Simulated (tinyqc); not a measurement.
Resistance of a source-drain extension with a graded tip: two steps of the calculation.

y runs along the channel, the gate covers y > 0. The doping is N0 for y < y0 and N0 10^(-(y - y0)/la) beyond, uniform over the depth xj. Sheet conductance s(y) = q mu(N) max(N - Nch, 0) xj + (for y > 0) ma Cox Vo, with mu(N) = u0 + (u1 - u0)/(1 + (N/Nr)^au) and Cox = eps0 eox/tox. Current is taken as one-dimensional; depletion of the tip, spreading and the contact are left out. The metallurgical junction lies at yj, where N = Nch.

Parameters, values chosen for the exercise; mobility law close to that of electrons in silicon: relative permittivity of the gate insulator (close to aluminium oxide) eox = 9.08; insulator thickness tox = 3.5 nm; active doping of the extension far from the gate N0 = 2.7e20 cm^-3; lateral abruptness la = 2.5 nm/decade; position under the gate where the fall begins (gate edge at 0) y0 = 0.5 nm; depth of the extension xj = 9 nm; channel doping Nch = 2.3e18 cm^-3; gate overdrive Vo = 0.41 V; mobility of the gate-induced layer ma = 210 cm^2/(V s); mobility at low doping u1 = 1414 cm^2/(V s); mobility at high doping u0 = 68.5 cm^2/(V s); reference doping Nr = 9.2e16 cm^-3; exponent au = 0.711; gate length Lg = 40 nm.

Constants: q = 1.602176634e-19 C, eps0 = 8.8541878128e-14 F/cm where lengths are in cm. Results are converted to the units shown.

Question 1. Sheet resistances and junction position. yj = y0 + la log10(N0/Nch); sheet resistance of the full extension 1/[q mu(N0)(N0 - Nch) xj] and of the gate-induced layer 1/(ma Cox Vo); metallurgical length Lg - 2 yj; ye is where the doped and the gate-induced conductances are equal.

Give: yj; sheet resistance of the extension; sheet resistance of the induced layer; metallurgical length; ye; N at ye.

Answer 1.

yj = 5.674 nm
sheet resistance of the extension = 354.4 ohm/square
sheet resistance of the induced layer = 5056 ohm/square
metallurgical length = 28.65 nm
ye = 3.590 nm
N at ye = 1.569e19 cm^-3

The gate takes over 2.08 nm before the junction, where N is still 6.82 times the channel doping.

Question 2. Resistance of the overlapped part. Midpoint rule on 8 equal steps from 0 to yj: R_ov = sum h/s(y), per width.

Give: y; N; doped conductance; sheet resistance; R_ov.

Answer 2.

```
point   y (nm)  N (cm^-3)  doped conductance (uS)  sheet resistance (ohm/square)
0      0.35463  2.7000e20                  2821.4                         331.21
1       1.0639  1.6062e20                  1715.2                         522.74
2       1.7732  8.3580e19                  926.16                         889.73
3       2.4824  4.3491e19                  505.85                         1421.2
4       3.1917  2.2630e19                  277.99                         2101.9
5       3.9009  1.1776e19                  150.18                         2874.0
6       4.6102  6.1275e18                  73.520                         3686.0
7       5.3195  3.1885e18                  21.602                         4558.4
```

R_ov = 11.621 ohm um

Numbers from tinyqc (`OMP_NUM_THREADS=1 python tinyqc.py 2282068 2282069 out.jsonl`; about 0.03 s on one thread of a shared Intel Xeon 2.30GHz).
